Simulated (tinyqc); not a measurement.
## Tail temperature from the power law

Inverse problem. When tail states hold most of the charge, the linear current goes as I = A (Vg - VT)^g with g = 2 Tt/T - 1. Find g, Tt and the tail width kB Tt.

Values chosen for this exercise:
```
symbol,value,unit,meaning
T,270,K,temperature
```

Constants: q = 1.602176634e-19 C, kB = 1.380649e-23 J/K, Vt = kB T/q. Results are converted to the units shown.

I at Vg - VT = 12 and 18 V (nA): 3024.3688  6125.8165

Answer. g is the slope of ln I against ln(Vg - VT).

g = 1.74
Tt = 370 K
kB Tt = 31.9 meV

Program tinyqc, `OMP_NUM_THREADS=1 python tinyqc.py 2610030 2610031 out.jsonl`; Intel Xeon 2.30GHz, shared host, one thread, about 0.01 s.
